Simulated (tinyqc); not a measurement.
From results back to parameters: plasmons of a degenerate electron gas in the random-phase approximation.

Problem. At small q the plasmon follows E = Ep + B q^2 with B = (3/10)(hbar vF)^2/Ep, hbar vF = 2 c kF/m; n and m are hidden.

Zero temperature, parabolic band: kF = (3 pi^2 n)^(1/3), EF = c kF^2/m, Ep^2 = 8 pi c e2 n/(m eb), qTF^2 = 6 pi e2 n/(eb EF), c = hbar^2/2m0, e2 = e^2/(4 pi eps0), n in 1/angstrom^3 (1e-24 per 1/cm^3).

Constants: hbar^2/2m0 = 3.80998211 eV angstrom^2; e^2/(4 pi eps0) = 14.39964547 eV angstrom.

Values chosen for the exercise (out of a larger set: a free-electron density near that of K; not measured data): eb = 1 (background dielectric constant).

Ep = 4.42488 eV
B = 2.20935 eV angstrom^2

Find: hbar vF; kF; n; m.

Solution. hbar vF = sqrt(B Ep/0.3); Ep^2 = (4 e2/(3 pi eb)) kF^2 hbar vF gives kF, then n and m.

hbar vF = 5.709 eV angstrom
kF = 0.7492 1/angstrom
n = 1.42e+22 1/cm^3
m = 1.000 m0

Program tinyqc; command `OMP_NUM_THREADS=1 python tinyqc.py 1682761 1682762 out.jsonl`; about 0.01 s on one thread of a shared Intel(R) Xeon(R) Processor @ 2.30GHz.
